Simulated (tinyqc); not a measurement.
Composition and strain of an epitaxial Si(1-x)Ge(x) layer from Raman and X-ray peaks: one step, computed by the program tinyqc. Command: `OMP_NUM_THREADS=1 python tinyqc.py 3015167 3015168 out.jsonl epiraman walk`. One thread of a shared host (Intel(R) Xeon(R) Processor @ 2.30GHz), about 0.01 s of CPU time with the checks.

A (001) layer, biaxially strained in the plane. The Raman peaks follow empirical lines omega = w0 + c1 x + c3 x^3 + b eps (c3 for Si-Ge alone), with eps the in-plane strain.

Problem. Raman peaks. Insert x and eps in the three lines; the strain part is b eps.

Inputs (values chosen for the exercise, modelled on silicon-germanium):

| quantity | value | unit |
|---|---|---|
| Ge fraction x | 0.87 | - |
| Si-Si: w0 | 520.7 | 1/cm |
| Si-Si: c1 | -69.2 | 1/cm |
| Si-Si: strain coefficient b | -778 | 1/cm |
| Si-Ge: w0 | 400.2 | 1/cm |
| Si-Ge: c1 | 25.2 | 1/cm |
| Si-Ge: c3 | -31.6 | 1/cm |
| Si-Ge: strain coefficient b | -587 | 1/cm |
| Ge-Ge: w0 | 280.6 | 1/cm |
| Ge-Ge: c1 | 18.6 | 1/cm |
| Ge-Ge: strain coefficient b | -479 | 1/cm |

Substrate: relaxed alloy buffer.

in-plane strain eps = 2.869870 per mille

Give: Si-Si peak; Si-Ge peak; Ge-Ge peak; strain parts.

Solution.

Si-Si peak = 458.26 1/cm

Si-Ge peak = 399.63 1/cm

Ge-Ge peak = 295.41 1/cm

strain parts (1/cm): Si-Si -2.2328, Si-Ge -1.6846, Ge-Ge -1.3747

Read as unstrained, the Si-Si peak would give x = 0.902 in place of 0.87. Caution: near either end one of the like-atom peaks is weak, since its intensity follows the number of such bonds.
